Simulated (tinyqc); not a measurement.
Quantum-well laser, gain and threshold: one step of the calculation.

One electron and one heavy-hole subband per well, parabolic, with equal sheet densities n of electrons and holes; k-conserving transitions, TE polarisation, no line broadening, so the gain starts as a step at E0 and peaks there. All wells are pumped alike.

Problem. Threshold density by Newton steps. fe = 1 - exp(-n/Nc) and fh = 1 - exp(-n/Nv) are the fillings of the two band edges; f = g0 (fe + fh - 1) - gth; f' = g0 [(1 - fe)/Nc + (1 - fh)/Nv]; n(new) = n - f/f'.

n after iteration 1 = 8.0477110e11 cm^-2
Nc = 7.0518736e11 cm^-2
Nv = 3.5637340e12 cm^-2
g0(E0) = 14897.635 1/cm
gth = 273.11895 1/cm

Wanted: fe; fh; f; f'; n after iteration 2.

Solution.

fe = 0.6806
fh = 0.2021
f = -2020 1/cm
f' = 1.008e-8 cm
n after iteration 2 = 1.005e12 cm^-2

tinyqc, about 0.02 s, one thread, Intel Xeon 2.30GHz (shared host): `OMP_NUM_THREADS=1 python tinyqc.py 2840128 2840129 out.jsonl`
